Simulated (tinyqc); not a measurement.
# From sheet density back to temperature T

Model: polytypes and stacking faults of a tetrahedral semiconductor in an axial Ising model with couplings up to third neighbours. Computed by tinyqc, a small Python program. Command: `OMP_NUM_THREADS=1 python tinyqc.py 3017439 3017440 out.jsonl polytype inv`. One thread of a shared host (Intel(R) Xeon(R) Processor @ 2.30GHz), about 0.04 s of CPU time with the checks.

Each double layer has s = +1 or -1 for the sense of its stacking step; E per pair of atoms = E0 - sum_n J_n <s_i s_(i+n)>, n = 1, 2, 3. Hexagonality h = (1 - <s_i s_(i+1)>)/2.

Inputs (values chosen for the exercise, for a model crystal): J1 = 15.5 meV/pair; J2 = -0.511 meV/pair; J3 = -0.5 meV/pair; basal lattice constant a = 3.84 angstrom; binding energy of the fault level E_b = 0.063 eV; in-plane mass m = 0.32 m0; effective density of states N_c at 300 K = 2e+19 1/cm^3; electron density n = 1.9e+18 1/cm^3.

Host polytype: 3C.

fault coefficients k_n, rows intrinsic, extrinsic, twin boundary, columns J1, J2, J3:
```
[[4, 4, 4],
 [4, 8, 8],
 [2, 4, 6]]
```

Constants: 1 eV/angstrom^2 = 16.02176634 J/m^2; m_0 = 9.1093837015e-31 kg; hbar = 1.054571817e-34 J s; k_B = 1.380649e-23 J/K; k_B = 8.617333262e-05 eV/K.

Method:
- Faults in 3C: the sequences intrinsic (-), extrinsic (--), twin boundary (+ turns to -) are put between perfect repeats; k_n = (layers x C_n of the host) - sum_i s_i s_(i+n). gamma = sum k_n J_n/A, A = (sqrt 3/2) a^2; 1 meV/angstrom^2 = 16.02177 mJ/m^2.
- The fault binds electrons in a two-dimensional band E_b below the conduction edge, g2 = m m0/(pi hbar^2) for one valley. With the Fermi level held by the bulk, eta = ln[n/N_c(T)], N_c(T) = N_c (T/300)^1.5, the grand potential falls by g2 (k_B T)^2 F1(x), x = eta + E_b/(k_B T), F1(x) = integral from 0 to infinity of ln(1 + exp(x - t)) dt; sheet density g2 k_B T ln(1 + e^x). Band bending by the trapped charge is left out, so the gain is an upper bound.
- Net fault energy = gamma of the intrinsic fault less the electronic gain.

Task: A run gave the result below. Find the temperature T, known to lie between 310 and 680 K.

sheet density = 1.766923e+12 1/cm^2

Result:

Each step takes the trial c = (a f_b - b f_a)/(f_b - f_a), f being the result less the target and a, b, c the logarithms of the listed values; c replaces end b, the old b replaces a if the sign of f changed, and otherwise f_a is halved.

Scan of the range:
```
temperature T (K)  sheet density (1/cm^2)
310                           2.39622e+12
353                           1.88685e+12
403                           1.47621e+12
459                           1.16645e+12
523                           9.30448e+11
597                           7.49535e+11
680                           6.14260e+11
```

False position (Illinois rule, in the logarithm of the input) inside the bracket:
```
step    end a    end b    trial  sheet density (1/cm^2)
1     353.000  403.000  366.924             1.75599e+12
2     353.000  366.924  364.741             1.77556e+12
3     366.924  364.741  365.703             1.76690e+12
4     364.741  365.703  365.700             1.76692e+12
5     364.741  365.700  365.700             1.76692e+12
6     365.700  365.700  365.700             1.76692e+12
```

Sheet density falls at every point of a 13-point scan of the range (every second point is shown), so one value fits; it is bracketed by 353 and 403. Answer: temperature T = 365.7 K.
